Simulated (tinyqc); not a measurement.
CCD on RHF in the sto-6g basis, for H4, spin multiplicity 1, step by step. One step of it, computed by the program tinyqc.

Problem. Iteration 3 (converged): orbitals. Diagonalise F' = X^T F X, C = X C', fill 2 alpha and 2 beta electrons from the bottom; D = 2 C_occ C_occ^T. Each column has its largest component positive (the first on a tie).

converged F (hartree):
```
           1H 1s      2H 1s      3H 1s      4H 1s
1H 1s  -0.447987  -0.657965  -0.436014  -0.414581
2H 1s  -0.657965  -0.447987  -0.414581  -0.436014
3H 1s  -0.436014  -0.414581  -0.447987  -0.657965
4H 1s  -0.414581  -0.436014  -0.657965  -0.447987
```

X:
```
           1H 1s      2H 1s      3H 1s      4H 1s
1H 1s   1.329767  -0.457005  -0.293634   0.054868
2H 1s  -0.457005   1.329767   0.054868  -0.293634
3H 1s  -0.293634   0.054868   1.329767  -0.457005
4H 1s   0.054868  -0.293634  -0.457005   1.329767
```

Give: F' = X^T F X; orbital energies; coefficients C; D after iteration 3.

Solution.

F' = X^T F X (hartree):
```
         1        2        3        4
1   0.0858  -0.6368  -0.2840   0.0485
2  -0.6368   0.0858   0.0485  -0.2840
3  -0.2840   0.0485   0.0858  -0.6368
4   0.0485  -0.2840  -0.6368   0.0858
```

orbital energies (hartree): MO1 -0.7864, MO2 -0.3155, MO3 0.3900, MO4 1.0551

coefficients C:
```
          MO1      MO2      MO3      MO4
1H 1s  0.3170   0.5558   0.7191   1.0676
2H 1s  0.3170   0.5558  -0.7191  -1.0676
3H 1s  0.3170  -0.5558   0.7191  -1.0676
4H 1s  0.3170  -0.5558  -0.7191   1.0676
```

D after iteration 3:
```
         1H 1s    2H 1s    3H 1s    4H 1s
1H 1s   0.8187   0.8187  -0.4168  -0.4168
2H 1s   0.8187   0.8187  -0.4168  -0.4168
3H 1s  -0.4168  -0.4168   0.8187   0.8187
4H 1s  -0.4168  -0.4168   0.8187   0.8187
```
